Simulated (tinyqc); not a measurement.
Undoped symmetric double-gate MOSFET, analytic potential model: one step of the calculation.

An undoped body of thickness ts between two equal insulators and tied gates; long channel, electrons only, n = ni exp((psi - V)/Vt) with V the quasi-Fermi potential (0 at the source, Vd at the drain), constant mobility, no quantisation. Across the body psi(x) = V - 2 Vt ln[(ts/(2 beta)) sqrt(q ni/(2 eps0 eps_r Vt)) cos(2 beta x/ts)], x from the centre. Q is the electron charge per area of the whole body.

Task. Potential and electron density across the body at the source. psi(x) as above with V = 0 and beta = beta_s; n = ni exp(psi/Vt).

Parameters, values chosen for the exercise; material values close to those of silicon:

| symbol | value | unit | meaning |
|---|---|---|---|
| T | 350 | K | temperature |
| eps_r | 11.5 |  | relative permittivity of the semiconductor |
| ts | 8 | nm | body thickness |

Constants: q = 1.602176634e-19 C, kB = 1.380649e-23 J/K, Vt = kB T/q, eps0 = 8.8541878128e-14 F/cm where lengths are in cm. Results are converted to the units shown.

| point | x/ts |
|---|---|
| 0 | 0 |
| 1 | 0.1 |
| 2 | 0.2 |
| 3 | 0.3 |
| 4 | 0.4 |
| 5 | 0.45 |
| 6 | 0.5 |

beta_s = 0.83708308
ni = 2.9182170e11 cm^-3

Wanted: psi; n.

Result.

| point | psi (V) | n (cm^-3) |
|---|---|---|
| 0 | 0.46946 | 1.6789e18 |
| 1 | 0.47031 | 1.7268e18 |
| 2 | 0.47291 | 1.8821e18 |
| 3 | 0.47741 | 2.1853e18 |
| 4 | 0.48414 | 2.7312e18 |
| 5 | 0.48849 | 3.1558e18 |
| 6 | 0.49365 | 3.7441e18 |

The density at the surface is 2.23 times that at the centre (1/cos^2 beta).

tinyqc, about 0.02 s, one thread, Intel Xeon 2.30GHz (shared host): `OMP_NUM_THREADS=1 python tinyqc.py 2440102 2440103 out.jsonl`
